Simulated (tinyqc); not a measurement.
Ionisation and resistivity against doping: donors with valley-orbit split 1s states.

Each donor binds at most one electron, in any of its states. For a site s, W_s = sum over its states of g exp(E/kT), and the ionised share is 1/(1 + W_s exp(eta)), eta = (EF - Ec)/kT; n = Nc F_1/2(eta); neutrality n + NA = ND x (mean ionised share); holes are neglected. Nc from N = 2 (m kB T/(4 pi c))^(3/2) with c = hbar^2/2m0, in 1/angstrom^3; times 1e24 for 1/cm^3, m = md. F_j(eta) = (1/Gamma(j + 1)) integral_0^infinity x^j dx/(1 + exp(x - eta)), which tends to exp(eta) for eta << 0.

Mobility (Caughey-Thomas form): mu = mu0 + (mu1 (T/300)^(-ga) - mu0)/(1 + ((ND + NA)/Nr)^de); rho = 1/(e n mu), e = 1.602176634e-19 C.

Constants: hbar^2/2m0 = 3.80998211 eV angstrom^2; kB = 8.617333262e-05 eV/K.

Parameters, chosen for this exercise (near those of As in Si; the results hold for these values, not for the real material):

| symbol | value | unit | meaning |
|---|---|---|---|
| md | 1.043 | m0 | density-of-states mass of the conduction band |
| E | (54.8, 34.7, 32.1) | meV | binding energies of 1s(A1), 1s(T2), 1s(E) |
| g | (2, 6, 4) |  | their degeneracies with spin |
| T | 250 | K |  |
| mu0 | 66 | cm^2/(V s) | mobility at heavy doping |
| mu1 | 1382 | cm^2/(V s) | mobility at light doping and 300 K |
| Nr | 1.1e+17 | 1/cm^3 | reference doping |
| de | 0.72 |  | doping exponent |
| ga | 2.3 |  | temperature exponent |

NA = 0.

Results:

| ND (1/cm^3) | n (1/cm^3) | n/ND | mu (cm^2/(V s)) | rho (ohm cm) | rho at full ionisation |
|---|---|---|---|---|---|
| 1.0e+14 | 1.00e+14 | 1.000 | 2089 | 29.9 | 29.9 |
| 1.0e+15 | 9.96e+14 | 0.996 | 2035 | 3.08 | 3.07 |
| 1.0e+16 | 9.66e+15 | 0.966 | 1794 | 0.360 | 0.348 |
| 3.0e+16 | 2.73e+16 | 0.910 | 1528 | 0.150 | 0.136 |
| 1.0e+17 | 7.80e+16 | 0.780 | 1119 | 0.0715 | 0.0558 |
| 3.0e+17 | 1.81e+17 | 0.604 | 731 | 0.0471 | 0.0284 |
| 2.0e+18 | 6.16e+17 | 0.308 | 290 | 0.0349 | 0.0107 |

Give the missing row, ND (1/cm^3) = 1.0e+18.

Computed row:
```
ND (1/cm^3)  n (1/cm^3)   n/ND  mu (cm^2/(V s))  rho (ohm cm)  rho at full ionisation
1.0e+18        4.05e+17  0.405              411        0.0375                  0.0152
```

From 1e16 to 1e18 1/cm^3 rho falls by a factor 9.6, not 100: the mobility takes a factor 4.37 and incomplete ionisation 2.39. n/ND is below 0.9 from 1e+17 1/cm^3 on. From a few times 1e18 1/cm^3 on, depending on the dopant, the levels merge with the band, and already below that screening lowers the binding energy, so the last rows understate n.

Computed by tinyqc, a small Python program: `OMP_NUM_THREADS=1 python tinyqc.py 1681271 1681272 out.jsonl` (the numbers bound the seed that draws the inputs); one thread of a shared host (Intel(R) Xeon(R) Processor @ 2.30GHz), about 0.01 s for the whole set of steps.
